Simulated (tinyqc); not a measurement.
Ionisation ratio from the excess noise.

Question. In the local model of an avalanche photodiode F = k M + (1 - k)(2 - 1/M), k the ratio of the ionisation coefficient of the other carrier to that of the injected one. Find k and F at twice the gain.

M = 5
excess noise factor F = 2.0752000

Answer. F is linear in k: k = (F - 2 + 1/M)/(M - 2 + 1/M).

k = 0.0860
F at 2 M = 2.60

Computed by the program tinyqc: `OMP_NUM_THREADS=1 python tinyqc.py 2120018 2120019 out.jsonl`, one thread of a shared Intel Xeon 2.30GHz, about 0.03 s for the whole run.
